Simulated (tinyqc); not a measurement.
Peak against initial coverage: adsorption as a lattice gas: isotherms with interactions, competition, desorption peaks and saturation dose. Computed by tinyqc, a small Python program. Command: `OMP_NUM_THREADS=1 python tinyqc.py 3013251 3013252 out.jsonl adsorb walk`. One thread of a shared host (Intel(R) Xeon(R) Processor @ 2.30GHz), about 0.2 s of CPU time with the checks.

One adsorbate per site; a molecule needs 1 empty site. Gas and surface have the same temperature.

Inputs (values chosen for the exercise, for a model surface):

| quantity | value | unit |
|---|---|---|
| desorption energy E | 1.51 | eV |
| prefactor nu | 1.5e+12 | 1/s |
| pair energy w (positive repels) | -0.05 | eV |
| neighbours z | 3 | - |
| heating rate beta | 0.54 | K/s |

Adsorption: molecular (first order).

Constants: k_B = 8.617333262e-05 eV/K.

Method. Heating at the rate beta: d theta/dT = -(nu/beta) theta^1 exp(-[E - z w theta]/(k_B T)). Integrated numerically (relative tolerance 1e-9); T_p is the maximum of the rate.

Peak temperatures (K):

| theta_0 | w = 0 | with w |
|---|---|---|
| 0.1 | 555.88 | 559.97 |
| 0.3 | 555.88 | 568.05 |
| 0.5 | 555.88 | 576.00 |
| 0.7 | 555.88 | 583.87 |
| 0.9 | 555.88 | 591.72 |

What follows from these numbers?

Without interaction the peak does not move; with w it moves by +31.7 K.

Extremes, crossings and ranges named in words are read from the listed rows.
